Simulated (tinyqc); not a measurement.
From results back to parameters: interband optics of a two-band s-p chain from momentum matrix elements. Two cases, with inputs chosen for the exercise.

Problem. At k = 0 the chain has the gap D0 = Es - Ep_ - 2 (ts + tp), w0 = 4 a^2 V^2, and masses 2c/mc = 2 ts a^2 + 2 w0/D0, 2c/mv = 2 tp a^2 + 2 w0/D0 (c = hbar^2/2m0, mv positive for holes). The oscillator strength there is f0 = w0/(c D0). V, ts and tp are hidden.

Constants: hbar^2/2m0 = 3.80998211 eV angstrom^2.

Find: V; ts; tp.

Method. w0 = f0 c D0 gives V; 1/mc - f0 = ts a^2/c and 1/mv - f0 = tp a^2/c.

Case 1.

Values chosen: a = 4.42 angstrom (period).
D0 = 3.7500 eV
f0 = 3.76796

mc, mv (m0): 0.143944  0.147204

Solution.

V = 0.83 eV
ts = 0.62 eV
tp = 0.59 eV

Case 2.

Values chosen: a = 2.6 angstrom (period).
D0 = 3.9900 eV
f0 = 0.77482

mc, mv (m0): 0.657888  0.628540

Solution.

V = 0.66 eV
ts = 0.42 eV
tp = 0.46 eV

Computed by tinyqc, one run a case: `OMP_NUM_THREADS=1 python tinyqc.py N N+1 out.jsonl` with N = 1650320, 1650344; one thread of a shared Intel(R) Xeon(R) Processor @ 2.30GHz, about 0.01 s a run at most.
